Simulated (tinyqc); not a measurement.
Worked calculation: tight binding, honeycomb lattice. One step of it, computed by the program tinyqc.

Task: Bloch Hamiltonian at K. H_AB = -t1 (1 + exp(-i k.a1) + exp(-i k.a2)); H_AA = delta - 2 t2 sum cos(k.b + phi), H_BB = -delta - 2 t2 sum cos(k.b - phi), b = a1, a2 - a1, -a2.

Parameters chosen for this model:
```
parameter     value                        unit
t1         1.310000                 eV, nearest
t2                0       eV, second neighbours
phi        1.570000  rad, phase of t2 (Haldane)
delta             0          eV, +/- on A and B
```

k point K (fractions of the reciprocal vectors): [0.333333, 0.666667]

Give: H(k) at K.

Result:

H(k) at K (eV), order A, B:
```
[[0.0000, 0.0000],
 [0.0000, 0.0000]]
```
